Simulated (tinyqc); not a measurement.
Minority carriers and saturation current of a heavily doped emitter: one step of the calculation.

n-type, parabolic bands, full ionisation. eta = (EF - Ec)/kB T solves N = Nc F12(eta), F12(x) = (2/sqrt(pi)) int_0^infinity sqrt(u)/(1 + exp(u - x)) du. The gap shrinks rigidly by dEg = a3 y^(1/3) + a4 y^(1/4) + a2 y^(1/2), y = N/1e18 cm^-3, an empirical law that is here taken as the true narrowing.

Question. Saturation current. 1/tau = Cn N^2 + 1/ts, D = mup Vt, L = sqrt(D tau); J0 = (q p0 D/L)(s + tanh(W/L))/(1 + s tanh(W/L)), s = S L/D; the share recombining inside is 1 - 1/[cosh(W/L)(1 + tanh(W/L)/s)].

Inputs (values chosen for the exercise); band and dielectric values close to those of germanium: temperature T = 400 K; ionised donor density N = 2.7e18 cm^-3; minority-hole mobility mup = 140 cm^2/(V s); Auger coefficient Cn = 1.9e-31 cm^6/s; defect lifetime ts = 0.17 us; emitter width W = 890 nm; recombination velocity at the contact S = 2400 cm/s.

Constants: q = 1.602176634e-19 C, kB = 1.380649e-23 J/K, Vt = kB T/q. Results are converted to the units shown.

p0 = 4.7439022e11 cm^-3

Find: tau; L; s; J0; share recombining inside.

Answer.

tau = 137.6 ns
L = 8149 nm
s = 0.4053
J0 = 2.216e11 fA/cm^2
share recombining inside = 21.63 %

Bulk and contact share the loss.

Range of the model: Band tails, non-parabolic bands and incomplete ionisation are left out.

Computed by the program tinyqc: `OMP_NUM_THREADS=1 python tinyqc.py 2330152 2330153 out.jsonl`, one thread of a shared Intel Xeon 2.30GHz, about 0.01 s for the whole run.
